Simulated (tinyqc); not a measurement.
Strained alloy layer of InAs and AlAs on (001) InP, model-solid band line-up: one step of the calculation.

The layer is x parts of the first compound and 1 - x of the second, grown coherently on the third as substrate and barrier. Rows of the table: lattice constant a, average valence level Ea on an absolute scale, spin-orbit splitting so, gaps at Gamma, X and L, hydrostatic deformation potentials av and ac (Gamma), shear potential b, elastic constants, electron and heavy-hole (along z) masses. All are interpolated linearly in x; gaps get -C x (1 - x), taken wholly in the conduction band; real line-ups can differ from this model by 0.1 eV or more.

Problem. Relaxed alloy and strain. In-plane strain e = (a_substrate - a)/a, e_z = -2 (c12/c11) e, volume change 2 e + e_z.

Values chosen for this exercise: fraction of the first compound in the layer x = 0.64; bowing of the Gamma gap CG = 0.7 eV; bowing of the X gap CX = 0 eV; bowing of the L gap CL = 0 eV.

Binary compounds, values chosen for the exercise:
```
              close to InAs  close to AlAs  close to InP
a (angstrom)          6.058          5.661         5.869
Ea (eV)               -6.67          -7.49         -7.04
so (eV)               0.383          0.279         0.108
EG (eV)               0.359           3.03          1.33
EX (eV)                1.37           2.19          2.16
EL (eV)                1.07           2.36          1.95
av (eV)                0.99           2.46          1.26
ac (eV)               -5.15          -5.71         -4.97
b (eV)                -1.81           -1.5         -1.72
c11 (GPa)              84.1            123           101
c12 (GPa)              45.6           52.9          56.6
me (m0)              0.0228          0.149        0.0802
mh (m0)               0.333          0.468         0.535
```

Find: a; Gamma gap; X gap; L gap; e; e_z; volume change.

Solution.

a = 5.9151 angstrom
Gamma gap = 1.1593 eV
X gap = 1.6652 eV
L gap = 1.5344 eV
e = -0.77903 %
e_z = 0.76594 %
volume change = -0.79211 %

The relaxed alloy has its lowest gap at Gamma (direct). The layer is under compressive in-plane strain.

Program tinyqc, `OMP_NUM_THREADS=1 python tinyqc.py 2690121 2690122 out.jsonl`; Intel Xeon 2.30GHz, shared host, one thread, about 0.01 s.
